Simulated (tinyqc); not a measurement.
Series resistance and mobility from two gate lengths.

Inverse problem. At small Vds the total resistance times width is 2 Rs + L/(mu Q), with the same mu and Q at both lengths. Find mu and Rs.

total resistance at L = 40 and 250 nm (ohm um): 411.66946  997.93412
Q = 1.99 uC/cm^2

Answer. The slope against L is 1/(mu Q), and the intercept at L = 0 is 2 Rs.

mu = 180.0 cm^2/(V s)
Rs = 150.0 ohm um

Numbers from tinyqc (`OMP_NUM_THREADS=1 python tinyqc.py 2380014 2380015 out.jsonl`; about 0.01 s on one thread of a shared Intel Xeon 2.30GHz).
